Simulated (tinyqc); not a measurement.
Electromigration in a confined line: Blech product, Korhonen stress evolution and Black's law: one step, computed by the program tinyqc. Command: `OMP_NUM_THREADS=1 python tinyqc.py 3019903 3019904 out.jsonl emigr walk`. One thread of a shared host (Intel(R) Xeon(R) Processor @ 2.30GHz), about 0.01 s of CPU time with the checks.

The electron wind pushes atoms from the cathode (x = 0) to the anode (x = L); blocking ends build a back stress (tension positive). The input rho is taken not to change with temperature. d sigma/dt = d/dx [kappa (d sigma/dx + G)], with zero flux at both ends and sigma = sigma_0 at t = 0.

Problem. Series terms at the cathode. sigma(x, t) = sigma_0 + G L [1/2 - x/L - 4 sum_(m odd) cos(m pi x/L) exp(-m^2 pi^2 s)/(m pi)^2], s = t/tau, summed to m = 399. The terms at x = 0 are 4 exp(-m^2 pi^2 s)/(m pi)^2; tau = L^2/kappa.

Inputs (values chosen for the exercise, close to those used for aluminium lines):
```
quantity                            value  unit
initial stress sigma_0                140   MPa
line length L                          23    um
test temperature T                    230     C
time as a fraction of L^2/kappa, s   0.19     -
```

Start: thermal stress.

stress gradient G = 10.46337 MPa/um

tau = 0.2935040 h

Give: terms for m = 1, 3, 5, 7; cathode stress at time s; time t.

Solution.

terms for m = 1, 3, 5, 7: 0.06214  2.108e-09  7.077e-23  1.028e-42

cathode stress at time s = 245.4 MPa

time t = 0.05577 h
